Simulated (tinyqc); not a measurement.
# Bandgap voltage reference from two bipolar transistors: effect of the output resistor at T0

Two transistors of area 1 and N carry the same current I. Is(T) = Is (T/T0)^eta exp[(Vg0 q/kB)(1/T0 - 1/T)], VBE1 = Vt ln(I/Is(T)) + I rb, VBE2 = Vt ln(I/(N Is(T))) + I rb/N. The amplifier forces I R1(T) = VBE1 - VBE2 + Vos, with R(T) = R (1 + tc (T - T0)) for both resistors, and the output is Vref = VBE1 + I R2(T). Base currents and the Early effect are neglected.

Vt = kB T/q; I = (Vt ln N + Vos)/(R1(T) - rb (1 - 1/N)). Box coefficient: span of Vref between 233 and 398 K over its average over T and over 165 K. The last column is the R2 that gives zero slope at T0.

Parameters, values chosen for the exercise; values of the order met in silicon bipolar transistors: reference temperature T0 = 298 K; band-gap voltage extrapolated to 0 K Vg0 = 1.161 V; temperature exponent of the saturation current eta = 3.6; saturation current of the unit transistor at T0 Is = 1.7e-18 A; area ratio of the second transistor N = 4; resistor across which the difference of VBE falls, at T0 R1 = 3.3 kohm; temperature coefficient of both resistors tc = 600 ppm/K; offset of the amplifier Vos = 0 mV; series resistance of the unit transistor rb = 0 ohm.

Constants: q = 1.602176634e-19 C, kB = 1.380649e-23 J/K. Results are converted to the units shown.

Effect of the output resistor at T0:

| R2 (kohm) | I at T0 (uA) | Vref at T0 (V) | slope at T0 (uV/K) | box coefficient (ppm/K) | R2 for zero slope (kohm) |
|---|---|---|---|---|---|
| 40.54 | 10.79 | 1.194 | -127.6 | 117.0 | 44.06 |
| 41.86 | 10.79 | 1.209 | -79.79 | 75.87 | 44.06 |
| 43.18 | 10.79 | 1.223 | -32.01 | 37.91 | 44.06 |
| 44.06 | 10.79 | 1.232 | -0.1514 | 19.05 | 44.06 |
| 44.95 | 10.79 | 1.242 | 32.07 | 22.64 | 44.06 |
| 46.27 | 10.79 | 1.256 | 79.85 | 54.22 | 44.06 |
| 47.59 | 10.79 | 1.270 | 127.6 | 91.16 | 44.06 |

As R2 goes from 40.54 to 47.59, Vref rises from 1.194 to 1.270 V and the box coefficient goes from 117 through a minimum of 19.1 (at R2 = 44.06 among the rows listed) to 91.2 ppm/K. One per cent in R2 moves the slope by 15.9 uV/K.

Numbers from tinyqc (`OMP_NUM_THREADS=1 python tinyqc.py 2062186 2062187 out.jsonl`; about 0.03 s on one thread of a shared Intel Xeon 2.30GHz).
